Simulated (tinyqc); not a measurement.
# Random telegraph noise from one oxide trap in a small MOSFET: what changes with what

An acceptor-like trap exchanges electrons with the channel. Inversion charge Q = Cox u, u = n Vt W0(exp((Vg - VT)/(n Vt))), W0 the Lambert function, n = nf, Cox = eps0 eox/tox; linear regime Id = (W/L) mu Q Vd. Relative to threshold the surface potential rises by Vt ln(u/u0) and the oxide voltage by the rest of Vg - VT, with u0 = n Vt W0(1).

Inputs (values chosen for the exercise); values of the order met in silicon transistors:
- T = 250 K (temperature)
- eox = 25.3 (relative permittivity of the gate insulator (close to zirconium oxide))
- tox = 5.4 nm (insulator thickness)
- xt = 1.9 nm (depth of the trap from the channel interface)
- E0 = 0.31 eV (trap level above the channel Fermi level at threshold)
- s0 = 1e-17 cm^2 (capture prefactor)
- EB = 0.29 eV (capture barrier (lattice relaxation))
- lt = 0.14 nm (tunnelling decay length)
- vth = 1.5e7 cm/s (thermal velocity)
- zi = 2 nm (thickness of the inversion layer)
- VT = 0.53 V (threshold voltage)
- nf = 1.12 (body factor)
- W = 28 nm (gate width)
- L = 39 nm (gate length)
- mu = 190 cm^2/(V s) (mobility)
- asc = 1.4e-16 V s (scattering coefficient of the charged trap)
- Vd = 0.05 V (drain voltage)
- Vg = 1.23 V (gate voltage)

Constants: q = 1.602176634e-19 C, kB = 1.380649e-23 J/K, Vt = kB T/q, eps0 = 8.8541878128e-14 F/cm where lengths are in cm. Results are converted to the units shown.

Each table varies one quantity; the others keep the values above.

## Time constants and noise against gate voltage

N = Cox u/q; dpsi = Vt ln(u/u0); E = E0 - dpsi - (xt/tox)(Vg - VT - dpsi); capture time tc = 1/[(N/zi) vth s0 exp(-xt/lt - EB/Vt)]; emission time te = tc exp(-E/Vt); occupancy te/(tc + te). A = W L; threshold step dV = q (1 - xt/tox)/(Cox A); gm/Id = 1/(u + n Vt); relative step dI/I = (gm/Id) dV + asc mu/A. fc = (1/tc + 1/te)/(2 pi); rms = (dI/I) sqrt(tc te)/(tc + te).

Results:
```
Vg (V),E (eV),tc (s),te (s),occupancy,dI/I (%),fc (Hz),rms dI/I (%)
1.02,0.08975,67.24,1.043,0.01528,0.7586,0.1549,0.09304
1.08,0.06687,59.23,2.658,0.04295,0.7002,0.06256,0.1420
1.2,0.02164,47.76,17.49,0.2681,0.6152,0.01243,0.2725
1.26,-7.711e-4,43.52,45.10,0.5089,0.5834,0.007186,0.2916
1.32,-0.02307,39.96,116.6,0.7448,0.5565,0.005348,0.2426
1.38,-0.04529,36.93,302.2,0.8911,0.5335,0.004836,0.1662
1.44,-0.06742,34.32,784.7,0.9581,0.5136,0.004840,0.1029
1.5,-0.08948,32.05,2041,0.9845,0.4963,0.005043,0.06123
```

Estimate the missing row, Vg = 1.14 V.

Computed row:
```
Vg (V),E (eV),tc (s),te (s),occupancy,dI/I (%),fc (Hz),rms dI/I (%)
1.14,0.04418,52.89,6.805,0.1140,0.6534,0.02640,0.2077
```

With this row back in the table: tc falls from 67.2 to 32.1 s as the channel fills and te rises from 1.04 to 2040 s; they are equal at Vg = 1.26 V, where E = 0. The rms noise goes from 0.0930 through a maximum of 0.292 (at Vg = 1.26 V among the rows listed) to 0.0612 %. The slope -Vt d ln(tc/te)/dVg is 0.381 between the first two rows and 0.368 between the last two; it tends to xt/tox = 0.352 only when the surface potential stops moving.

## Effect of the depth of the trap from the channel interface

Same model as above.

Effect of the depth of the trap from the channel interface:
```
xt (nm),E (eV),tc (s),te (s),occupancy,dI/I (%),fc (Hz),rms dI/I (%)
0.27,0.1969,3.999e-4,4.292e-8,1.073e-4,0.7639,3.709e6,0.007913
0.81,0.1351,0.01893,3.574e-5,0.001885,0.7091,4461,0.03076
1.35,0.07334,0.8959,0.02977,0.03216,0.6544,5.524,0.1154
1.89,0.01156,42.40,24.79,0.3689,0.5996,0.01017,0.2893
2.43,-0.05022,2007,2.065e4,0.9114,0.5448,8.702e-5,0.1548
2.97,-0.1120,9.498e4,1.719e7,0.9945,0.4901,1.685e-6,0.03622
3.51,-0.1738,4.496e6,1.432e10,0.9997,0.4353,3.541e-8,0.007710
```

Read the table: what changes, and by how much?

As xt goes from 0.27 to 3.51, tc rises from 4.00e-4 to 4.50e6 s, te rises from 4.29e-8 to 1.43e10 s and dI/I falls from 0.764 to 0.435 %. tc grows a decade every lt ln 10 = 0.322 nm of depth; traps spread evenly in depth therefore give corner frequencies spread evenly on a log scale, whose sum is 1/f noise if the traps contribute equal variances.

Range of the model: VT is taken as given; short-channel effects and the uneven flow of current among few electrons are left out.

Program tinyqc, `OMP_NUM_THREADS=1 python tinyqc.py 2710152 2710153 out.jsonl`; Intel Xeon 2.30GHz, shared host, one thread, about 0.01 s.
